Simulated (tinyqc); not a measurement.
Short-period [001] superlattice in sp3s* tight binding: one step. Levels of the small cell. The numbers come from values chosen for the exercise (A near a published set for GaAs, B for AlAs).

H (eV):
```
          sa1       za1       *a1       sc1       zc1       *c1       sa2       za2       *a2       sc2       zc2
sa1  -8.15785         0         0  -3.23000   2.23450         0         0         0         0         0         0
za1         0   0.77815         0  -2.89500   0.98050  -2.40950         0         0         0         0         0
*a1         0         0   7.79865         0   2.42550         0         0         0         0         0         0
sc1  -3.23000  -2.89500         0  -2.64925         0         0  -3.23000   2.89500         0         0         0
zc1   2.23450   0.98050   2.42550         0   3.66675         0  -2.23450   0.98050  -2.42550         0         0
*c1         0  -2.40950         0         0         0   6.74075         0   2.40950         0         0         0
sa2         0         0         0  -3.23000  -2.23450         0  -8.32725         0         0  -3.23000   2.23450
za2         0         0         0   2.89500   0.98050   2.40950         0   1.04875         0  -2.89500   0.98050
*a2         0         0         0         0  -2.42550         0         0         0   8.59675         0   2.42550
sc2         0         0         0         0         0         0  -3.23000  -2.89500         0  -2.64925         0
zc2         0         0         0         0         0         0   2.23450   0.98050   2.42550         0   3.66675
*c2         0         0         0         0         0         0         0  -2.40950         0         0         0
sa3         0         0         0         0         0         0         0         0         0  -3.23000  -2.23450
za3         0         0         0         0         0         0         0         0         0   2.89500   0.98050
*a3         0         0         0         0         0         0         0         0         0         0  -2.42550
sc3  -3.32550   2.75450         0         0         0         0         0         0         0         0         0
zc3  -2.55100   0.94100  -2.26250         0         0         0         0         0         0         0         0
*c3         0   2.49500         0         0         0         0         0         0         0         0         0

          *c2       sa3       za3       *a3       sc3       zc3       *c3
sa1         0         0         0         0  -3.32550  -2.55100         0
za1         0         0         0         0   2.75450   0.94100   2.49500
*a1         0         0         0         0         0  -2.26250         0
sc1         0         0         0         0         0         0         0
zc1         0         0         0         0         0         0         0
*c1         0         0         0         0         0         0         0
sa2         0         0         0         0         0         0         0
za2  -2.40950         0         0         0         0         0         0
*a2         0         0         0         0         0         0         0
sc2         0  -3.23000   2.89500         0         0         0         0
zc2         0  -2.23450   0.98050  -2.42550         0         0         0
*c2   6.74075         0   2.40950         0         0         0         0
sa3         0  -8.15785         0         0  -3.32550   2.55100         0
za3   2.40950         0   0.77815         0  -2.75450   0.94100  -2.49500
*a3         0         0         0   7.79865         0   2.26250         0
sc3         0  -3.32550  -2.75450         0  -1.63744         0         0
zc3         0   2.55100   0.94100   2.26250         0   3.10656         0
*c3         0         0  -2.49500         0         0         0   6.24856
```

Task: Diagonalise (s, pz, s* block of a cell with n = 2, m = 1; px and py are apart). The lowest 6 levels are filled. Give the share of the cation weight of the lowest empty level that lies on the A cations, c1 and c2.

Give: levels; share on A cations.

Result:

levels (eV): [-12.436, -11.064, -10.871, -5.813, -5.487, -0.158, 1.824, 2.196, 2.218, 2.717, 2.800, 4.511, 6.576, 8.039, 9.303, 9.462, 10.481, 11.092]

share on A cations = 0.831

The lowest empty level is number 7, at 1.824 eV.

Run: tinyqc, `OMP_NUM_THREADS=1 python tinyqc.py 1452688 1452689 out.jsonl`; Intel(R) Xeon(R) Processor @ 2.30GHz, one thread, shared host; about 0.4 s of CPU time with all checks.
